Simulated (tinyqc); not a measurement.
Range and order of the fit: effective mass of the heavy-hole band from tabulated energies.

c = hbar^2/2m0. A uniform scatter of up to 0.1 meV has been added to mimic numerical noise.
Constants: hbar^2/2m0 = 3.80998211 eV angstrom^2.

Energies along [110], from the band edge downward:

| k (1/angstrom) | E (meV) |
|---|---|
| 0.000000 | 0.00000 |
| 0.010000 | 0.51010 |
| 0.020000 | 1.59940 |
| 0.030000 | 3.69520 |
| 0.040000 | 6.24300 |
| 0.050000 | 9.56790 |
| 0.060000 | 13.46050 |
| 0.070000 | 17.80020 |
| 0.080000 | 22.35000 |

reference mass (curvature of the model at k = 0.0001 1/angstrom) = 0.920525 m0

Least-squares fits of E = a k^2 (+ b k^4 + d k^6) over points 1 to n, and the line y = c k^2/E against E; errors of m against the reference.

Results:

| n | E at point n (meV) | one term (%) | two terms (%) | three terms (%) | line (%) | rms residual, one term (meV) |
|---|---|---|---|---|---|---|
| 3 | 3.7 | 0.99 | 0.97 | -26.91 | -14.86 | 0.062 |
| 4 | 6.2 | 4.62 | -3.13 | 1.20 | -11.93 | 0.099 |
| 5 | 9.6 | 6.84 | -0.27 | -4.32 | -9.45 | 0.124 |
| 6 | 13.5 | 9.00 | 1.26 | -2.17 | -7.68 | 0.172 |
| 7 | 17.8 | 11.48 | 1.92 | -0.20 | -6.47 | 0.266 |
| 8 | 22.4 | 14.66 | 1.81 | 1.39 | -5.79 | 0.441 |

What can be read from this table?

The error of the parabola goes from +0.99 to +14.66 % as the range widens, and at n = 8 its residual, 0.44 meV, is only 2.0 % of the top energy: a small residual does not vouch for the mass. Over the full range (n = 8) the best form is three terms (1.39 %); the line errs by -14.86 % at n = 3 and -5.79 % at n = 8. Many terms on few points amplify the scatter: three terms err by -26.9 % at n = 3 but by +1.4 % at n = 8.

Computed by tinyqc, a small Python program: `OMP_NUM_THREADS=1 python tinyqc.py 1880846 1880847 out.jsonl` (the numbers bound the seed that draws the inputs); one thread of a shared host (Intel(R) Xeon(R) Processor @ 2.30GHz), about 0.01 s for the whole set of steps.
